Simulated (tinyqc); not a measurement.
Conduction-band offset of an n-N heterojunction from carrier-profile moments: one step of the calculation.

Layer 1 (x < 0) accumulates electrons and layer 2 (x > 0) is depleted. Boltzmann statistics. The bands bend down by V1 in layer 1 and up by V2 in layer 2, with V1 + V2 = VD = dE + Vt ln[(N2/Nc2)/(N1/Nc1)].

Task. Offset from the moments. A C-V profile smears n(x) but keeps its zeroth and first moments: si = -int (N - n) dx, VD = (q/(eps0 eps_r)) int (N - n) x dx, dE = VD - Vt ln[(N2/Nc2)/(N1/Nc1)]. Use the trapezoidal rule on each side.

Inputs (values chosen for the exercise); values of the order of III-V alloys: temperature T = 300 K; relative permittivity of both layers eps_r = 12.4; density of states of the narrow-gap layer 1 Nc1 = 3.1e17 cm^-3; density of states of the wide-gap layer 2 Nc2 = 6.3e17 cm^-3; conduction-band offset dE = 0.17 eV; donor density in layer 1 N1 = 6.5e15 cm^-3; donor density in layer 2 N2 = 3e16 cm^-3; fixed charge at the interface si = 0 cm^-2.

Constants: q = 1.602176634e-19 C, kB = 1.380649e-23 J/K, Vt = kB T/q, eps0 = 8.8541878128e-14 F/cm where lengths are in cm. Results are converted to the units shown.

| left point | -x (nm) | n in layer 1 (cm^-3) |
|---|---|---|
| 0 | 0 | 1.28603e17 |
| 1 | 1.21 | 1.13439e17 |
| 2 | 7.32 | 6.76353e16 |
| 3 | 21 | 3.20858e16 |
| 4 | 44.4 | 1.61595e16 |
| 5 | 79.3 | 1.00016e16 |
| 6 | 127 | 7.66871e15 |
| 7 | 190 | 6.82310e15 |
| 8 | 269 | 6.56936e15 |
| 9 | 365 | 6.51096e15 |

| right point | x (nm) | n in layer 2 (cm^-3) |
|---|---|---|
| 0 | 0 | 3.64212e14 |
| 1 | 13.4 | 1.32828e15 |
| 2 | 33.1 | 5.29420e15 |
| 3 | 56 | 1.36127e16 |
| 4 | 81.4 | 2.21939e16 |
| 5 | 109 | 2.71425e16 |
| 6 | 138 | 2.90930e16 |
| 7 | 169 | 2.97430e16 |
| 8 | 201 | 2.99308e16 |
| 9 | 234 | 2.99822e16 |

Wanted: si; VD; dE.

Result.

si = 1.4434e10 cm^-2
VD = 0.19039 V
dE = 0.16918 eV

On these few points dE comes out -0.82 meV from the true 0.17 eV, and si misses by 1.4e10 cm^-2, 7.6 % of Q1.

tinyqc, about 0.08 s, one thread, Intel Xeon 2.30GHz (shared host): `OMP_NUM_THREADS=1 python tinyqc.py 2410044 2410045 out.jsonl`
